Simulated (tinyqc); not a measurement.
Bond angle at oxygen: bond unit of a tetrahedral oxide and its oxygen vacancy in tight binding.

Two sp3 hybrids h1, h2 at eh = (es + 3 ep)/4 point at one oxygen with orbitals s, px, py, pz; x joins the two cations, z bisects the angle phi, and th = (180 - phi)/2. With u = hbar^2/(m d^2) = 2c/d^2, c = hbar^2/2m0: Vhs = -(1.32 + sqrt3 x 1.42) u/2 and Vhp = (1.42 + sqrt3 x 2.22) u/2. <h|s> = Vhs for both; <h1|px> = Vhp cos(th), <h2|px> = -Vhp cos(th); <h|pz> = Vhp sin(th) for both; py is a lone pair. The unit holds 8 electrons. Coupling between units, which widens the levels into bands, is left out.

Constants: hbar^2/2m0 = 3.80998211 eV angstrom^2.

Parameters, chosen for this exercise (near tabulated values for SiO2; the results hold for these values, not for the real material): es = -14.84 eV (s level of the cation); ep = -7.65 eV (p level of the cation); eos = -33.88 eV (s level of oxygen); eop = -16.85 eV (p level of oxygen); d = 1.62 angstrom (cation-oxygen distance).

phi is varied at fixed d. Levels above eop; cation-cation distance 2 d cos(th); band energy is twice the sum of the four filled levels, relative to phi = 180; excess on O is the number of electrons on oxygen less 6.

Against phi:
```
phi (deg)  distance (angstrom)  level 2  level 3  level 5  level 6  excess on O  band energy (eV)
110                      2.654   -5.896   -2.690   12.513   13.299        0.907            -2.051
120                      2.806   -6.365   -2.148   11.930   13.768        0.934            -1.825
130                      2.936   -6.772   -1.615   11.360   14.174        0.971            -1.498
140                      3.045   -7.110   -1.112   10.827   14.512        1.017            -1.107
150                      3.130   -7.377   -0.666   10.357   14.779        1.068            -0.701
160                      3.191   -7.569   -0.311    9.984   14.972        1.118            -0.341
170                      3.228   -7.686   -0.080    9.743   15.088        1.154            -0.090
180                      3.240   -7.725    0.000    9.659   15.127        1.168             0.000
```

Bending moves coupling from px to pz: level 2 rises from -7.72 to -5.90 eV and level 3 falls from 0.00 to -2.69 eV between 180 and 110 degrees. The lowest empty level is lowest at 180 degrees (9.66 eV) and highest at 110 (12.51 eV), so a spread of angles in a glass smears the conduction edge. The band energy is lowest at 110 degrees of those listed (-2.05 eV); the repulsion of the cations, not included, opposes bending.

(tinyqc, `OMP_NUM_THREADS=1 python tinyqc.py 1450551 1450552 out.jsonl`, Intel(R) Xeon(R) Processor @ 2.30GHz, 1 thread, shared host, about 0.01 s.)
